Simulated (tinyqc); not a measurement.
What moves the results: finite square well with mass mismatch (envelope functions). A value that a table varies takes the place of the one given here.

A square well of width L and depth V0, mass mw inside and mb outside, energies from the bottom of the well, c = hbar^2/2m0. k = sqrt(mw E/c), kappa = sqrt(mb (V0 - E)/c). psi and psi'/m are continuous at the walls (BenDaniel-Duke), so level n solves k L + 2 atan[(k/mw)/(kappa/mb)] = n pi.

Non-parabolic bands: mw is replaced by mw (1 + alpha_w E) and mb by mb (1 - alpha_b (V0 - E)), in k, kappa and the matching condition alike.

Constants: hbar^2/2m0 = 3.80998211 eV angstrom^2.

Values chosen for the exercise (near those of a non-polar GaN well in AlGaN; the results hold for these values, not for the real material): V0 = 0.42 eV (barrier height); mw = 0.204 m0 (mass in the well); mb = 0.234 m0 (mass in the barrier); Ls = (10, 13, 16, 20, 26, 32, 40) angstrom (widths); L = 66 angstrom (well width); alpha_w = 0.19 1/eV (non-parabolicity in the well); alpha_b = 0.66 1/eV (non-parabolicity in the barrier).

## Width of the well

Levels against L, beside the infinite well E1(hard) = c (pi/L)^2/mw; Pb is the probability of level 1 in the barriers; a dash marks an unbound level.

Levels:
```
L (angstrom)  bound levels  E1 (eV)  E2 (eV)  E1(hard) (eV)     Pb
10                       1   0.2719        -         1.8433  0.445
13                       1   0.2255        -         1.0907  0.322
16                       1   0.1882        -         0.7200  0.238
20                       1   0.1502        -         0.4608  0.164
26                       2   0.1107   0.3817         0.2727  0.101
32                       2   0.0846   0.3129         0.1800  0.066
40                       2   0.0619   0.2377         0.1152  0.040
```

How do the results move?

The infinite well overestimates E1 by a factor 6.78 at 10 angstrom and 1.86 at 40 angstrom. The local exponent d ln E1/d ln L goes from -0.71 (first two rows) to -1.40 (last two), towards the -2 of hard walls, as Pb falls from 0.445 to 0.040. E2 - E1 is largest at 26 angstrom of the widths listed.

## Levels of description

The same well five ways. mb = mw: the barrier takes the mass of the well. psi' continuous: kappa holds mb but the condition drops the masses, k L + 2 atan(k/kappa) = n pi. The last column is measured against BenDaniel-Duke.

Levels (eV):
```
model                E1      E2      E3  E1 - E1(BDD) (meV)
infinite walls   0.0423  0.1693  0.3808                13.8
mb = mw          0.0292  0.1151  0.2513                 0.7
BenDaniel-Duke   0.0285  0.1129  0.2480                 0.0
psi' continuous  0.0298  0.1173  0.2547                 1.3
non-parabolic    0.0298  0.1148  0.2435                 1.3
```

What does this show, and why?

Hard walls put E1 13.8 meV too high. Ignoring the mass step moves it by +0.7 meV and the wrong matching by +1.3 meV: with mb/mw = 1.15, continuity of psi'/m lets the slope outside be 1.15 times the slope inside, which acts like a softer wall. Non-parabolicity shifts E1 by +1.3 meV, the balance of a heavier mass in the well, which lowers it, and a lighter mass deep in the barrier, which hardens the wall. Among the finite wells the largest departure in E1 is that of the model 'psi' continuous'.

## What each parameter does

Parabolic bands. Pb is the probability of level 1 in the barriers, (A^2/kappa)/(A^2/kappa + L/2 + sin(kL)/(2k)) with A = cos(kL/2). Each row changes one parameter from the base and keeps the others.

Results:
```
case             E1 (eV)  bound levels      Pb  V0 - E1 (eV)
base              0.0285             4  0.0123        0.3915
L = 73 angstrom   0.0241             4  0.0096        0.3959
V0 = 0.483 eV     0.0292             4  0.0104        0.4538
mw = 0.2244 m0    0.0268             4  0.0107        0.3932
mb = 0.1872 m0    0.0296             4  0.0118        0.3904
```

What can be read from the table?

The largest shifts from the base row, up to three for each result and ties (the steps differ in size, so this ranks the rows, not the parameters). E1 (eV): L -0.0044, mw -0.0017, mb +0.0011. bound levels: unchanged at the printed digits by L, V0, mw and mb. Pb: L -0.0028, V0 -0.0020, mw -0.0016. V0 - E1 (eV): V0 +0.0623, L +0.0044, mw +0.0017.

Computed by tinyqc, a small Python program: `OMP_NUM_THREADS=1 python tinyqc.py 1282284 1282285 out.jsonl` (the numbers bound the seed that draws the inputs); one thread of a shared host (Intel(R) Xeon(R) Processor @ 2.30GHz), about 0.01 s for the whole set of steps.
